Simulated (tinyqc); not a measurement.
How the errors depend on the field: Haynes-Shockley experiment: drift, diffusion and decay of a minority-carrier pulse. Computed by tinyqc, a small Python program. Command: `OMP_NUM_THREADS=1 python tinyqc.py 3112729 3112730 out.jsonl haynes walk`. One thread of a shared host (Intel(R) Xeon(R) Processor @ 2.30GHz), about 0.01 s of CPU time with the checks.

A thin sheet of excess carriers is made at x = 0, t = 0 in a long uniform bar; injection is low, so the pulse moves with the minority mobility.

Inputs (values chosen for the exercise, modelled on electrons in p-type germanium in a lightly doped bar):
```
quantity,value,unit
minority mobility mu,3640,cm^2/(V s)
lifetime tau,570,microsecond
temperature T,250,K
field F,6.8,V/cm
distance d to the collector,0.49,cm
injected sheet density N0,1.7e+10,1/cm^2
```

Constants: k_B = 8.617333262e-05 eV/K.

Method:
- D = mu k_B T/e, v = mu F.
- Transit time d/v, diffusion length sqrt(D tau), drift length v tau, Peclet number v d/D = e F d/(k_B T).
- dn(x, t) = N0/sqrt(4 pi D t) exp(-(x - v t)^2/(4 D t) - t/tau).
- At fixed x the signal peaks where d ln(dn)/dt = 0: a t^2 + t/2 - x^2/(4 D) = 0 with a = v^2/(4 D) + 1/tau.
- The full width at half maximum is found by solving dn(x, t) = peak/2 on both sides of the peak.
- With w that width: mu = d/(F t_p); D = (w d)^2/(16 ln2 t_p^3). The field is scaled by the factors listed.

D = 78.4177 cm^2/s

Errors of the simple reading:
```
factor,F (V/cm),v d/D,v^2 tau/(4 D),error of mu (%),error of D (%)
0.5,3.40,77.3,278,1.4809,2.2126
0.7,4.76,108.3,546,1.0195,1.5763
1.0,6.80,154.7,1113,0.6935,1.1010
1.5,10.20,232.0,2505,0.4519,0.7327
2.5,17.00,386.7,6958,0.2661,0.4389
4.0,27.20,618.7,17813,0.1646,0.2741
7.0,47.60,1082.7,54553,0.0933,0.1565
```

What follows from these numbers?

The error of mu falls from 1.48 to 0.0933 %. For large v d/D it is about D/(v d) + 2 D/(v^2 tau), here 0.0933 % in the last row: one part from spreading, one from recombination.

Extremes, crossings and ranges named in words are read from the listed rows.
